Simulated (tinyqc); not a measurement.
Rate against temperature: collinear exchange A + BC -> AB + C on a London-Eyring-Polanyi-Sato surface: saddle, string of images and rate. Computed by tinyqc, a small Python program. Command: `OMP_NUM_THREADS=1 python tinyqc.py 3110452 3110453 out.jsonl leps walk`. One thread of a shared host (Intel(R) Xeon(R) Processor @ 2.30GHz), about 0.07 s of CPU time with the checks.

x = r(AB), y = r(BC), r(AC) = x + y. V is counted from separated atoms, the barrier from A + BC, that is V + D(BC).

Inputs (values chosen for the exercise, bond data loosely for abstraction of hydrogen from a Ge-H bond by a hydrogen atom; the barrier is not fitted): D(AB) = 4.72 eV; r0(AB) = 0.742 angstrom; beta(AB) = 1.94 1/angstrom; D(BC) = 3.76 eV; r0(BC) = 1.53 angstrom; beta(BC) = 1.45 1/angstrom; D(AC) = 3.63 eV; r0(AC) = 1.53 angstrom; beta(AC) = 1.45 1/angstrom; Sato parameter S = 0.032; mass of A = 1.008 u; mass of B = 1.008 u; mass of C = 72.6 u; temperature T = 700 K; step of the string = 0.015 angstrom^2/eV.

Constants: nu for 1 eV/(angstrom^2 u) = 15.6333042 THz; h x 1 THz = 4.135667696 meV; k_B = 1.380649e-23 J/K; u = 1.6605390666e-27 kg; k_B = 8.617333262e-05 eV/K.

Method:
- For each pair, with u = exp(-beta (r - r0)): Q = D [(3 + S) u^2 - (2 + 6 S) u]/(4 (1 + S)), J = D [(1 + 3 S) u^2 - (6 + 2 S) u]/(4 (1 + S)); V = Q1 + Q2 + Q3 - sqrt(((J1 - J2)^2 + (J2 - J3)^2 + (J3 - J1)^2)/2).
- String of 9 images between the fixed ends (r0(AB) + 2, r0(BC)) and (r0(AB), r0(BC) + 2), started on the two straight legs through (r0(AB) + 0.3, r0(BC) + 0.3): each iteration moves the inner images by -step x gradient (central differences) and spaces them evenly again along the broken line (coordinates are kept between 0.2 and 8 angstrom); stop when no coordinate changes by more than 1e-5 angstrom, at most 400 iterations.
- From the highest inner image, z -> z - H^-1 g with gradient g and Hessian H by central differences, steps capped at 0.15 angstrom, 12 steps.
- Wilson matrix G = [[1/m_A + 1/m_B, -1/m_B], [-1/m_B, 1/m_B + 1/m_C]]; eigenvalues lambda of G H give nu = 15.6333042 THz x sqrt(|lambda|), the negative one being imaginary. Reactant: nu_BC from k = 2 D beta^2 and 1/m_B + 1/m_C. Skew angle: cos = sqrt(m_A m_C/((m_A + m_B)(m_B + m_C))).
- One-dimensional rate constant without tunnelling, k = sqrt(k_B T/(2 pi mu)) [sinh(h nu_BC/(2 k_B T))/sinh(h nu_s/(2 k_B T))] exp(-barrier/(k_B T)) with mu = m_A (m_B + m_C)/(m_A + m_B + m_C); Wigner factor 1 + (h nu_i/(k_B T))^2/24; adiabatic barrier = barrier + h (nu_s - nu_BC)/2.

nu_BC = 62.3436 THz

real frequency at the saddle = 28.7244 THz

barrier = 0.604881 eV

imaginary frequency = 67.4490 THz

adiabatic barrier = 0.535362 eV

Rates; the last column is k_B T^2 d ln k/dT:
```
T (K)    k (cm/s)  Wigner factor  activation energy (eV)
300    6.4760e-05         5.8511                 0.54949
400    1.3540e-02         3.7288                 0.55636
550    1.1525e+00         2.4433                 0.56849
750    2.9462e+01         1.7762                 0.58529
1000   2.9353e+02         1.4366                 0.60484
1400   2.2724e+03         1.2228                 0.63203
2000   1.1378e+04         1.1092                 0.66682
```

What follows from these numbers?

The activation energy goes from 0.549 eV at 300 K, near the adiabatic barrier plus k_B T/2 (0.548), to 0.667 eV at 2000 K; the classical limit is the barrier plus k_B T/2 (0.691).

Extremes, crossings and ranges named in words are read from the listed rows.
